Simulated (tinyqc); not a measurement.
One electron in a tunnel-coupled double dot: charge qubit, sensing and quantum capacitance: two steps of the calculation.

Basis (left, right), H = [[ep/2, tc], [tc, -ep/2]], splitting Om = sqrt(ep^2 + 4 tc^2), ep = al times the gate voltage. In equilibrium the electron is on the right with the chance P_R = [1 + (ep/Om) tanh(Om/2 kB T)]/2.

Values chosen for this exercise: tunnel coupling tc = 16 ueV; electron temperature T = 0.12 K; lever arm of the gate on the detuning al = 0.24 eV/V; parasitic capacitance of the resonator Cp = 0.3 pF; resonator frequency f0 = 539 MHz; loaded quality factor Q = 23; detuning ep = 22.9 ueV.

Constants: q = 1.602176634e-19 C, kB = 1.380649e-23 J/K, h = 6.62607015e-34 J s, Vt = kB T/q. Results are converted to the units shown.

Problem 1. Splitting and occupation. Also the frequency Om/h, the mixing angle arctan2(2 tc, ep) and the weight of the right dot in the ground state, (1 + ep/Om)/2.

Give: Om; Om/h; mixing angle; ground-state weight; kB T; P_R.

Solution 1.

Om = 39.35 ueV
Om/h = 9.515 GHz
mixing angle = 54.41 degree
ground-state weight = 0.7910
kB T = 10.34 ueV
P_R = 0.7783

Problem 2. Capacitance seen by a resonator. q^2 al^2 dP_R/d(ep) splits into Cq = q^2 al^2 (2 tc^2/Om^3) tanh(Om/2 kB T) and Ct = q^2 al^2 (ep/Om)^2/(4 kB T cosh^2(Om/2 kB T)); Ct appears only if relaxation is faster than the drive. A resonator of frequency f0, capacitance Cp and quality factor Q shifts by df = -f0 Cq/(2 Cp) and its phase by -2 Q Cq/Cp.

Find: Cq; Ct; df; phase shift.

Solution 2.

Cq = 74.172 aF
Ct = 6.4362 aF
df = -66.632 kHz
phase shift = -651.63 millidegree

tinyqc, about 0.01 s, one thread, Intel Xeon 2.30GHz (shared host): `OMP_NUM_THREADS=1 python tinyqc.py 2470037 2470038 out.jsonl`
